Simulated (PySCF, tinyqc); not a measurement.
Inside a calculation. Method: CIS on RHF in the sto-3g basis, for H3+, spin multiplicity 1. The lowest restricted solution is unstable here: a spin-polarised one lies 0.0030 hartree lower (PySCF). One step of it, computed by the program tinyqc.

Question. CIS matrix, triplets. A(ia,jb) = (e_a - e_i) d_ij d_ab - (ij|ab).

orbital energies (hartree): MO1 -0.895901, MO2 -0.335031, MO3 0.163746

Two-electron integrals over orbitals (pq|rs), unique and non-zero (hartree):
```
(11|11) 0.543852    (21|21) 0.146900    (22|11) 0.459098    (22|22) 0.516884
(31|11) 0.092755    (31|22) -0.046554   (31|31) 0.139997    (32|21) -0.143993
(32|32) 0.160935    (33|11) 0.549506    (33|22) 0.487671    (33|31) 0.080184
(33|33) 0.584589
```

Give: CIS matrix A, triplet.

Answer.

CIS matrix A, triplet (hartree):
```
        1>2     1>3
1>2  0.1018  0.0000
1>3  0.0000  0.5101
```
